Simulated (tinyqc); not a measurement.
# Resistance of a tapered via with liner, size effect and interface: what changes with what

A round via whose diameter grows from db at the bottom as D(z) = db + 2 z/tan(ang). The fill, of diameter D - 2 tl, starts above the bottom liner (thickness fb tl) and has rho = rho0 (1 + ks lam/(D - 2 tl)); the sidewall liner conducts in parallel with it. The bottom liner and the interface are crossed over the full area pi db^2/4. Spreading in the lines above and below is left out.

Values chosen for this exercise; fill metal close to ruthenium: diameter at the bottom db = 26 nm; height hv = 57 nm; sidewall angle ang = 89 degrees; bulk resistivity of the fill rho0 = 7.82 uohm cm; mean free path of the fill lam = 6.62 nm; size-effect factor ks = 0.7; liner on the sidewall tl = 0.5 nm; liner at the bottom over that on the sidewall fb = 0.5; resistivity of the liner rl = 420 uohm cm; interface resistivity at the bottom ri = 1.9e-12 ohm cm^2; ballistic conductance per area, about 3/(4 rho0 lam) Sb = 1.5e15 S/m^2; bulk resistivity of the second fill (close to copper) rho2 = 1.69 uohm cm; its mean free path lam2 = 39.7 nm; its liner tl2 = 2.9 nm.

Each table varies one quantity; the others keep the values above.

## Via resistance against the diameter at the bottom

Slices between z0 = fb tl and hv, evaluated at their midpoints: conductance per length pi/4 [(D - 2 tl)^2/rho + (D^2 - (D - 2 tl)^2)/rl], slice resistance = slice height over that. 2000 slices. R_fill = sum of the slices; R_bottom = rl fb tl/(pi db^2/4); R_interface = ri/(pi db^2/4); ballistic (Sharvin) limit 1/(Sb pi (db - 2 tl)^2/4); ideal cylinder rho0 hv/(pi db^2/4).

Via resistance against the diameter at the bottom:

| db (nm) | R_fill (ohm) | R_bottom (ohm) | R_interface (ohm) | R (ohm) | ballistic limit (ohm) | R over ideal cylinder | largest part |
|---|---|---|---|---|---|---|---|
| 6 | 286.0 | 37.14 | 6.720 | 329.8 | 33.95 | 2.092 | fill |
| 8.3 | 129.4 | 19.41 | 3.512 | 152.3 | 15.93 | 1.849 | fill |
| 11 | 66.74 | 11.05 | 1.999 | 79.79 | 8.488 | 1.701 | fill |
| 16 | 28.51 | 5.222 | 0.9450 | 34.68 | 3.773 | 1.564 | fill |
| 22 | 14.14 | 2.762 | 0.4998 | 17.40 | 1.925 | 1.484 | fill |
| 30 | 7.247 | 1.485 | 0.2688 | 9.001 | 1.009 | 1.427 | fill |
| 42 | 3.555 | 0.7579 | 0.1371 | 4.450 | 0.5050 | 1.383 | fill |
| 58 | 1.813 | 0.3974 | 0.07191 | 2.283 | 0.2613 | 1.353 | fill |
| 80 | 0.9337 | 0.2089 | 0.03780 | 1.180 | 0.1360 | 1.331 | fill |

What does the comparison show?

R falls from 330 to 1.18 ohm. The fill is the largest part at db = 6 and in all other rows. R goes as db^(-2.38) between the first two rows and db^(-2.05) between the last two; area alone gives -2.

## Via resistance against the sidewall angle

Same model as above.

2000 slices.

The same in every row: R_bottom (ohm) = 1.978; R_interface (ohm) = 0.3579; ballistic limit (ohm) = 1.358.

Via resistance against the sidewall angle:

| ang (degrees) | R_fill (ohm) | R (ohm) | R over ideal cylinder | largest part |
|---|---|---|---|---|
| 90 | 10.70 | 13.03 | 1.552 | fill |
| 89 | 9.849 | 12.18 | 1.451 | fill |
| 88 | 9.123 | 11.46 | 1.365 | fill |
| 87 | 8.496 | 10.83 | 1.290 | fill |
| 86 | 7.948 | 10.28 | 1.225 | fill |
| 84 | 7.035 | 9.370 | 1.116 | fill |
| 82 | 6.304 | 8.639 | 1.029 | fill |

R falls from 13.0 to 8.64 ohm. The fill is the largest part at ang = 90 and in all other rows. The share of the two bottom terms goes from 17.9 to 27.0 %.

## Two fill metals against the diameter

2000 slices. R_fill = sum of the slices; R_bottom = rl fb tl/(pi db^2/4); R_interface = ri/(pi db^2/4). The second fill has rho2, lam2 and tl2 in place of rho0, lam and tl.

Two fill metals against the diameter:

| db (nm) | R, first fill (ohm) | R, second fill (ohm) | ratio second/first |
|---|---|---|---|
| 8.5 | 144.1 | 785.8 | 5.454 |
| 12 | 65.59 | 165.3 | 2.520 |
| 17 | 30.38 | 53.75 | 1.769 |
| 24 | 14.45 | 21.77 | 1.507 |
| 35 | 6.511 | 9.035 | 1.388 |
| 49 | 3.233 | 4.325 | 1.338 |
| 70 | 1.551 | 2.032 | 1.310 |
| 100 | 0.7489 | 0.9698 | 1.295 |

The ratio goes from 5.45 to 1.29. The first fill gives the lower R in every row.

Numbers from tinyqc (`OMP_NUM_THREADS=1 python tinyqc.py 2750138 2750139 out.jsonl`; about 0.01 s on one thread of a shared Intel Xeon 2.30GHz).
